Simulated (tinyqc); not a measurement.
Worked calculation: sp3 tight binding, zinc-blende lattice. One step of it, computed by the program tinyqc.

Problem. Levels at L. Diagonalise the Hermitian matrix.

H(k) at L (eV), lower triangle (Hermitian):
```
                      a s                 a px                 a py                 a pz
a s            -14.140000
a px             0.000000            -6.820000
a py             0.000000             0.000000            -6.820000
a pz             0.000000             0.000000             0.000000            -6.820000
c s   -2.018922-2.018922i   1.253930+1.253930i   1.253930+1.253930i   1.253930+1.253930i
c px  -1.253930-1.253930i   0.489436+0.489436i  -1.453012-1.453012i  -1.453012-1.453012i
c py  -1.253930-1.253930i  -1.453012-1.453012i   0.489436+0.489436i  -1.453012-1.453012i
c pz  -1.253930-1.253930i  -1.453012-1.453012i  -1.453012-1.453012i   0.489436+0.489436i

             c s       c px       c py       c pz
c s   -12.530000
c px    0.000000  -5.980000
c py    0.000000   0.000000  -5.980000
c pz    0.000000   0.000000   0.000000  -5.980000
```

Give: eigenvalues.

Solution.

eigenvalues (eV): -16.9785  -13.1798  -9.1790  -9.1790  -7.0309  -3.6210  -3.6210  -2.2808
